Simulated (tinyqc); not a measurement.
Changing the background doping N_B (opposite type): sheet resistance and Hall data of a diffused or implanted layer. Computed by tinyqc, a small Python program. Command: `OMP_NUM_THREADS=1 python tinyqc.py 3014174 3014175 out.jsonl layer sweep`. One thread of a shared host (Intel(R) Xeon(R) Processor @ 2.30GHz), about 0.01 s of CPU time with the checks.

Carriers are taken equal to the net active doping down to the junction (full ionisation, which deep dopants in wide-gap hosts do not reach; no spill-over, no depletion), and the Hall factor is 1.

Inputs (values chosen for the exercise, modelled on donors in GaAs):

| quantity | value | unit |
|---|---|---|
| mu_min | 478 | cm^2/(V s) |
| mu_max | 9510 | cm^2/(V s) |
| N_ref | 6.4e+16 | 1/cm^3 |
| exponent alpha | 0.4 | - |
| peak concentration N_0 | 5.3e+16 | 1/cm^3 |
| length scale l | 660 | nm |
| projected range R_p | 2000 | nm |

Profile: buried Gaussian (implant). Activation: complete.

Constants: e = 1.602176634e-19 C.

Method:
- N(x) = N_0 exp(-(x - R_p)^2/(2 l^2)) for x > 0, dose N_0 l sqrt(pi/2) erfc(-R_p/(l sqrt 2)), junction x_j = R_p + l sqrt(2 ln(N_0/N_B)); the layer starts at x_0 = max(0, 2 R_p - x_j).
- Mobility mu = mu_min + (mu_max - mu_min)/(1 + (N_t/N_ref)^alpha), N_t = active doping + N_B; carriers n = active doping - N_B, all dopants active.
- Integrals from x_0 (0 unless stated) to x_j by the midpoint rule on 400 even intervals: 1/R_s = e int n mu dx; sheet density n_s = int n dx; Hall sheet density (int n mu dx)^2/int n mu^2 dx; Hall mobility int n mu^2 dx/int n mu dx.
- Mean conductivity 1/(R_s x_j); mean mobility 1/(e n_s R_s).

One run for each value:

| background doping N_B (opposite type) (1/cm^3) | sheet resistance R_s (ohm) | junction depth x_j (nm) | mean conductivity 1/(R_s x_j) (S/cm) | mean mobility (cm^2/(V s)) |
|---|---|---|---|---|
| 1.00e+14 | 128.40 | 4337.7 | 17.955 | 5579.6 |
| 1.80e+14 | 129.05 | 4225.5 | 18.338 | 5573.2 |
| 3.10e+14 | 130.09 | 4116.4 | 18.674 | 5563.4 |
| 5.50e+14 | 131.97 | 3994.9 | 18.968 | 5546.6 |
| 9.70e+14 | 135.16 | 3866.9 | 19.133 | 5520.4 |
| 1.70e+15 | 140.53 | 3731.1 | 19.072 | 5481.1 |
| 3.00e+15 | 150.00 | 3581.7 | 18.613 | 5422.3 |
| 5.30e+15 | 167.38 | 3416.3 | 17.487 | 5336.6 |

What does the table show, and why?

Over the rows, sheet resistance R_s (ohm) rises from 128 to 167 (exponent d ln y / d ln x 0.0086 between the first rows and 0.19 between the last); junction depth x_j (nm) falls from 4340 to 3420 (exponent d ln y / d ln x -0.045 between the first rows and -0.083 between the last); mean conductivity 1/(R_s x_j) (S/cm) goes from 18.0 through a maximum among these rows, 19.1 at 9.70e14, to 17.5. x_j shrinks by a factor 1.27 and R_s grows by 1.30; over the first half of the table x_j shrinks by 1.12 and R_s grows by 1.05.

Extremes, crossings and ranges named in words are read from the listed rows.
